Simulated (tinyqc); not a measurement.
CIS on RHF in the sto-6g basis, for H3-, spin multiplicity 1, step by step. The basis has no diffuse functions, so it cannot describe the extra electron: this is an exercise in the method, not the real anion. One step of it, computed by the program tinyqc.

Problem. CIS matrix, singlets. A(ia,jb) = (e_a - e_i) d_ij d_ab + 2 (ia|jb) - (ij|ab).

orbital energies (hartree): MO1 -0.133854, MO2 0.170385, MO3 0.933229

Two-electron integrals over orbitals (pq|rs), unique and non-zero (hartree):
```
(11|11) 0.521191    (21|21) 0.162097    (22|11) 0.459647    (22|22) 0.514638
(31|11) 0.077269    (31|22) -0.049460   (31|31) 0.141241    (32|21) -0.144694
(32|32) 0.146465    (33|11) 0.544068    (33|22) 0.477741    (33|31) 0.092164
(33|33) 0.595474
```

Give: CIS matrix A, singlet.

Solution.

CIS matrix A, singlet (hartree):
```
        1>3     2>3
1>3  0.8055  0.0000
2>3  0.0000  0.5780
```
